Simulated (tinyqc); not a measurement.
Off-state leakage of single and stacked transistors: one step of the calculation.

n-channel devices of unit width. Subthreshold current I(Vg, Vs, Vd) = I0 (T/300 K)^0.5 exp[(Vg - Vs - VT(T) - gb (Vs - Vb) + dd (Vd - Vs))/(nf Vt)] (1 - exp(-(Vd - Vs)/Vt)), VT(T) = VT - cT (T - 300 K). Gate-edge tunnelling Ig (Vd/1 V) exp(ag (Vd - 1 V)), for a gate at 0 V, and band-to-band leakage Ab u exp(-Bb/u), u = Vd - Vb + 1 V, flow at a drain held at V; both are taken as independent of T. In a stack of off transistors (all gates at 0 V) the same subthreshold current passes through each.

Task. Leakage of one transistor. Vg = Vs = 0, Vd = V; effective threshold VT(T) - gb Vb - dd V.

Parameters, values chosen for the exercise; values of the order met in bulk silicon logic transistors:
- T = 358 K (temperature)
- V = 0.8 V (supply voltage)
- VT = 0.34 V (threshold at 300 K, zero drain and body bias)
- cT = 0.8 mV/K (fall of the threshold with temperature)
- I0 = 0.23 uA/um (current at threshold at 300 K)
- nf = 1.37 (slope factor)
- dd = 0.06 (drain-induced lowering per volt)
- gb = 0.13 (rise of the threshold per volt of source-body bias)
- Ig = 9e-5 uA/um (gate-edge tunnelling current at 1 V)
- ag = 4.9 1/V (exponential slope of the gate current)
- Ab = 3 uA/(um V) (prefactor of band-to-band leakage at the drain)
- Bb = 18 V (its exponential voltage)
- Vb = -0.6 V (body voltage)

Constants: q = 1.602176634e-19 C, kB = 1.380649e-23 J/K, Vt = kB T/q. Results are converted to the units shown.

Find: effective threshold; parts; total; shares.

Result.

effective threshold = 0.32360 V
parts (nA/um): subthreshold 0.11883, gate edge 0.027022, band-to-band 3.9822
total = 4.1281 nA/um
shares (%): subthreshold 2.8786, gate edge 0.65460, band-to-band 96.467

The band-to-band part is the largest.

tinyqc, about 0.06 s, one thread, Intel Xeon 2.30GHz (shared host): `OMP_NUM_THREADS=1 python tinyqc.py 2242161 2242162 out.jsonl`
